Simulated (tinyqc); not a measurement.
Capacitances against the line height.

Endless row of lines of width wl, height tl and space sl between grounded planes at distance hd; e2 fills the gaps beside the lines, e1 the rest. Laplace's equation is solved on meshes of 3, 6 and 12 steps per unit u and extrapolated (Aitken), which is good to about 0.2 %. C_even (all lines at 1 V) is the capacitance Cg to the planes; C_odd (neighbours in antiphase) = Cg + 4 Cc if only nearest neighbours couple, which defines Cc; total with quiet neighbours Cg + 2 Cc. Plate values 2 eps0 e1 wl/hd and eps0 e2 tl/sl.

Inputs (values chosen for the exercise):
- e1 = 4.2 (relative permittivity above and below the lines)
- e2 = 3.9 (relative permittivity between the lines)
- wl = 6 u (line width, in units u)
- sl = 6 u (space between lines)
- hd = 8 u (distance to each plane)

Constants: eps0 = 8.8541878128e-12 F/m. Results are converted to the units shown.

The same in every row: plate Cg (aF/um) = 55.8.

Results:
columns A: tl (u); B: Cg (aF/um); C: Cc (aF/um); D: Cg + 2 Cc (aF/um); E: C_odd (aF/um); F: plate Cc (aF/um); G: share of coupling, 2 Cc/(Cg + 2 Cc) (%)
```
A     B     C    D    E     F     G
2   102  25.9  154  206  11.5  33.7
4   104  37.1  178  252  23.0  41.7
6   104  48.5  201  298  34.5  48.2
8   105  60.0  225  344  46.0  53.4
16  105   106  317  529  92.1  66.9
```

Estimate the missing row, tl = 12 u.

Computed row:
columns A: tl (u); B: Cg (aF/um); C: Cc (aF/um); D: Cg + 2 Cc (aF/um); E: C_odd (aF/um); F: plate Cc (aF/um); G: share of coupling, 2 Cc/(Cg + 2 Cc) (%)
```
A     B     C    D    E     F     G
12  105  83.0  271  437  69.1  61.3
```

With this row back in the table: As tl goes from 2 to 16, Cg rises from 102 to 105 aF/um, Cc rises from 25.9 to 106 aF/um and the share of coupling rises from 33.7 to 66.9 %. Cg is 1.83 times its plate value in the first row and 1.88 times in the last; for Cc the ratios are 2.25 and 1.15. Neighbours in antiphase raise the load by a factor of 1.34 and 1.67 over quiet ones.

Computed by the program tinyqc: `OMP_NUM_THREADS=1 python tinyqc.py 2790124 2790125 out.jsonl`, one thread of a shared Intel Xeon 2.30GHz, about 1 s for the whole run.
